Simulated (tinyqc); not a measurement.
The best anneal temperature for the time t: solubility, supersaturation, precipitation and gettering of an impurity in a silicon-like host. Computed by tinyqc, a small Python program. Command: `OMP_NUM_THREADS=1 python tinyqc.py 3010299 3010300 out.jsonl ripen walk`. One thread of a shared host (Intel(R) Xeon(R) Processor @ 2.30GHz), about 0.01 s of CPU time with the checks.

The wafer was saturated at T1 and is then held at T.

Inputs (values chosen for the exercise, modelled on chromium in silicon): site density N0 = 5e+22 1/cm^3; enthalpy of solution H = 2.77 eV; entropy of solution S = 5.2 k_B; diffusion prefactor D0 = 0.00079 cm^2/s; migration energy Q = 0.796 eV; temperature of saturation T1 = 1350 K; anneal temperature T = 987 K; sink density n = 1.6e+09 1/cm^3; initial sink radius r0 = 11 nm; impurity density in the precipitate C_p = 2e+22 1/cm^3; interface energy gamma = 0.76 J/m^2; anneal time t = 200 s.

Constants: k_B = 8.617333262e-05 eV/K; k_B = 1.380649e-23 J/K.

Method:
- C_eq(T) = N0 exp(S/k_B - H/(k_B T)); D(T) = D0 exp(-Q/(k_B T)); C0 = C_eq(T1). Supersaturation s = C0/C_eq(T); critical radius r* = 2 gamma/(C_p k_B T ln s); barrier W* = (4 pi/3) gamma r*^2. Strain energy is left out.
- r_f = [r0^3 + 3 (C0 - C_eq)/(4 pi n C_p)]^(1/3), tau_f = 1/(4 pi n r_f D).
- Growing sinks: with y = r/r_f and y0 = r0/r_f, dy/dt = (1 - y^3)/(3 tau_f y), which integrates to t/tau_f = F(y) - F(y0), F(y) = (1/2) ln[(1 + y + y^2)/(1 - y)^2] - sqrt(3) arctan[(2y + 1)/sqrt(3)]; the share of the excess left is (1 - y^3)/(1 - y0^3), and C(t) = C_eq + (C0 - C_eq) x share.

C0 = 4.13450e+14 1/cm^3

Dissolved share after t:
```
T (K)     C_eq/C0   tau_f (s)  C(t)/C0
608    2.3991e-13  1.5212e+05  0.99912
702    2.8482e-10  1.9892e+04  0.99326
810    1.2767e-07  3.4413e+03  0.96123
918    1.3605e-05  8.9961e+02  0.85475
1026   5.4257e-04  3.1197e+02  0.61485
1134   1.0723e-02  1.3267e+02  0.29252
1228   9.3896e-02  7.2560e+01  0.17084
1296   3.7079e-01  5.2828e+01  0.38914
```

The lowest dissolved share among these rows is 0.17 at 1228 K. Above it solubility sets the floor; below it diffusion is too slow for this time. Solubility falls with H = 2.77 eV and diffusion with Q = 0.796 eV.

Extremes, crossings and ranges named in words are read from the listed rows.
